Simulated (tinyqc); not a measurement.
## Slope factor and drain-induced lowering from three currents

Problem. With source and body at 0 V, I = A exp((Vg + dd Vd)/(nf Vt)) (1 - exp(-Vd/Vt)). Find nf, the swing nf Vt ln 10 and dd.

Parameters, values chosen for the exercise: temperature T = 330 K.

Constants: q = 1.602176634e-19 C, kB = 1.380649e-23 J/K, Vt = kB T/q. Results are converted to the units shown.

currents at (Vg, Vd) = (0, 0.05), (0, 1) and (0.09, 1) V (nA/um): 0.18506934  3.4186000  29.435544

Answer. The pair at equal Vd gives nf; the pair at equal Vg, after dividing out the factors 1 - exp(-Vd/Vt), gives dd.

nf = 1.47
swing = 96.3 mV/decade
dd = 0.120

Program tinyqc, `OMP_NUM_THREADS=1 python tinyqc.py 2242053 2242054 out.jsonl`; Intel Xeon 2.30GHz, shared host, one thread, about 0.03 s.
